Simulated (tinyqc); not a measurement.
UKS/BLYP in the sto-3g basis, for Be+, spin multiplicity 2, step by step. One step of it, computed by the program tinyqc.

Problem. Iteration 2: DIIS coefficients. Solve [B -1; -1 0][c; lambda] = [0; -1] for the coefficients, which sum to one.

B (overlaps of the stored error matrices):
```
                1               2
1   8.0271013e-02  -1.4469716e-03
2  -1.4469716e-03   2.6083225e-05
```

Give: DIIS coefficients.

Solution.

DIIS coefficients: 0.0177  0.9823
